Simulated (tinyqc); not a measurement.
Spin coating of a resist or spin-on film: centrifugal thinning, evaporation and the final thickness (Emslie and Meyerhofer models): one step, computed by the program tinyqc. Command: `OMP_NUM_THREADS=1 python tinyqc.py 3113417 3113418 out.jsonl spincoat walk`. One thread of a shared host (Intel(R) Xeon(R) Processor @ 2.30GHz), about 0.09 s of CPU time with the checks.

A Newtonian film stays uniform over the wafer; solvent and solids have the same density and the concentration is uniform through the thickness.

Problem. First explicit step of the full model. omega = 2 pi f/60; nu(c) = nu_s + k c^gamma; evaporation rate e = e0 sqrt(f/1000 rpm). Solids s and liquid l per area start at s = c0 h0, l = (1 - c0) h0. With h = h0 and c = c0: Q = K h^3, K = 2 omega^2/(3 nu); one Euler step of length dt = 0.01 h0/Q for s and l, ds/dt = -c Q, dl/dt = -(1 - c) Q - e.

Inputs (values chosen for the exercise, of the order of those of a polymer resist in an ester solvent): solids volume fraction c0 = 0.35; starting thickness h0 = 600 micrometre.

flow constant K = 0.001260311 1/(micrometre^2 s)

evaporation rate e = 0.08854377 micrometre/s

Give: Q; dt; s; l; Q/e at the start.

Solution.

Q = 2.722e+05 micrometre/s

dt = 2.204e-05 s

s = 207.9 micrometre

l = 386.1 micrometre

Q/e at the start = 3.074e+06
